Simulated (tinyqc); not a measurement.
Polycrystal bounds against single-crystal directions: anisotropic elasticity and sound waves of a cubic crystal. Computed by tinyqc, a small Python program. Command: `OMP_NUM_THREADS=1 python tinyqc.py 3029927 3029928 out.jsonl cubicelastic walk`. One thread of a shared host (Intel(R) Xeon(R) Processor @ 2.30GHz), about 0.01 s of CPU time with the checks.

Voigt order 1..6 = xx, yy, zz, yz, xz, xy, with engineering shear strains. The rotated frame has x' as named, z' along the wafer normal and y' = z' x x'.

Inputs (values chosen for the exercise, modelled on titanium nitride): C11 = 633.5 GPa; C12 = 162.7 GPa; C44 = 160.7 GPa.

Frame: (001) wafer, x' along [110].

Method. S11 = (C11 + C12)/D, S12 = -C12/D, D = (C11 - C12)(C11 + 2 C12), S44 = 1/C44. Zener ratio A = 2 C44/(C11 - C12); S0 = S11 - S12 - S44/2; H = 2 C44 + C12 - C11. B = (C11 + 2 C12)/3; Voigt G = (C11 - C12 + 3 C44)/5; Reuss G = 5/(4 (S11 - S12) + 3 S44); Hill is their mean; E = 9BG/(3B + G), nu = (3B - 2G)/(6B + 2G). Along <hkl>, with g = 0, 1/4, 1/3: 1/E = S11 - 2 S0 g; for a film with that normal C33 = C11 + 2 H g and M = [6B - (3B - C33) - (3B - C33)^2/C33]/2.

S11 = 1.76365 1/TPa

S12 = -0.360394 1/TPa

S44 = 6.22278 1/TPa

S0 = -0.987343 1/TPa

H = -149.4 GPa

Zener ratio A = 0.682668

bulk modulus B = 319.63 GPa

Averages:
```
average  G (GPa)  E (GPa)       nu
Voigt     190.58   476.95  0.25130
Reuss     184.06   463.27  0.25844
Hill      187.32   470.13  0.25486
```

Directions:
```
direction  E (GPa)  biaxial modulus M (GPa)
<100>       567.01                   712.63
<110>       443.00                   615.61
<111>       412.90                   577.24
```

What follows from these numbers?

The bounds on G differ by 3.5 %, while E varies by a factor 1.37 with direction; with A below 1 the stiffest axis is <100>. Under a fixed mismatch strain, grains with a <111> normal store the least energy.

Extremes, crossings and ranges named in words are read from the listed rows.
